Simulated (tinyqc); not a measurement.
Temperature and repopulation: deformation-potential model of the Delta valleys of a conduction band.

Valleys with axes along x, y and z, each a pair at +k and -k. Herring-Vogt shift of a valley with unit axis a: dE = Xd tr(e) + Xu a.e.a. Non-degenerate shares n_i = exp(-dE_i/kT)/sum_j exp(-dE_j/kT). Inverse mass tensor of a valley: (1 - a a)/mt + a a/ml; the masses are taken as independent of strain.

s11 = (C11 + C12)/((C11 - C12)(C11 + 2 C12)), s12 = -C12/((C11 - C12)(C11 + 2 C12)), s44 = 1/C44; exx = s11 sxx + s12 (syy + szz) and cyclic, exy = s44 sxy/2; tension is positive. A uniaxial stress X along the unit vector n is s_ij = X n_i n_j. Biaxial (001) means sxx = syy = X.

Constants: kB = 8.617333262e-05 eV/K.

Inputs chosen for the exercise (near those of Si; shifted at random, so the results belong to these values and not to a real crystal): ml = 0.9 m0 (longitudinal mass); mt = 0.183 m0 (transverse mass); Xd = 1.07 eV (dilation potential); Xu = 8.93 eV (uniaxial potential); C11 = 162.8 GPa; C12 = 64 GPa; C44 = 78.4 GPa; load = biaxial (001) (kind of stress); X = 1.65 GPa (stress).

The load is fixed; m_c along [001] as 1/(u.M.u).

Results:
```
T (K)  kT (meV)    n x    n y    n z  m_c (m0)
50         4.31  0.000  0.000  1.000    0.9000
77         6.64  0.000  0.000  1.000    0.9000
150       12.93  0.000  0.000  1.000    0.8999
225       19.39  0.000  0.000  0.999    0.8968
300       25.85  0.003  0.003  0.994    0.8786
400       34.47  0.013  0.013  0.974    0.8175
500       43.09  0.030  0.030  0.941    0.7308
```

What can be read from this table?

The largest share falls from 1.000 at 50 K to 0.941 at 500 K (equal shares: 0.333); m_c goes from 0.9000 to 0.7308, against 0.2492 without stress. Only spread/kT enters, so the small-stress response goes as 1/T.

Computed by tinyqc, a small Python program: `OMP_NUM_THREADS=1 python tinyqc.py 1081336 1081337 out.jsonl` (the numbers bound the seed that draws the inputs); one thread of a shared host (Intel(R) Xeon(R) Processor @ 2.30GHz), about 0.03 s for the whole set of steps.
